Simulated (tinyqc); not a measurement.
Switching kinetics of a ferroelectric film and the memory window of a ferroelectric gate stack: one step, computed by the program tinyqc. Command: `OMP_NUM_THREADS=1 python tinyqc.py 3005371 3005372 out.jsonl feswitch walk`. One thread of a shared host (Intel(R) Xeon(R) Processor @ 2.30GHz), about 0.03 s of CPU time with the checks.

Fields in MV/cm; 1 microcoulomb/cm^2 over eps_0 is 11.29409 MV/cm. In the stack (metal, ferroelectric, interlayer, channel) the channel is taken as a conductor.

Task: Fields in the stack. Series stack: V = E_F t_F + E_I t_I and eps_I E_I = eps_F E_F + (1 - s) P/eps_0. Before switching P = -P_r, after it P = +P_s; in retention V = 0 and P = +P_r.

Inputs (values chosen for the exercise, for a model hafnia-based film):
```
quantity                                 value               unit
saturation polarisation P_s                 19  microcoulomb/cm^2
ratio P_r/P_s                             0.83                  -
coercive field E_c                        0.73              MV/cm
permittivity of the ferroelectric eps_F     41                  -
thickness t_F                               14                 nm
permittivity of the interlayer eps_I       5.5                  -
interlayer thickness t_I                  0.79                 nm
share s of P screened by trapped charge   0.59                  -
pulse height V                             6.5                  V
breakdown field of the interlayer           13              MV/cm
```

Give: E_F before switching; E_F after switching; E_I after switching; depolarising field in retention; depolarising field over E_c.

Result:

E_F before switching = 3.795 MV/cm

E_F after switching = 2.633 MV/cm

E_I after switching = 35.62 MV/cm

depolarising field in retention = 0.5274 MV/cm

depolarising field over E_c = 0.7224

Caution: the interlayer field exceeds its breakdown field, so charge injection would change the fields.
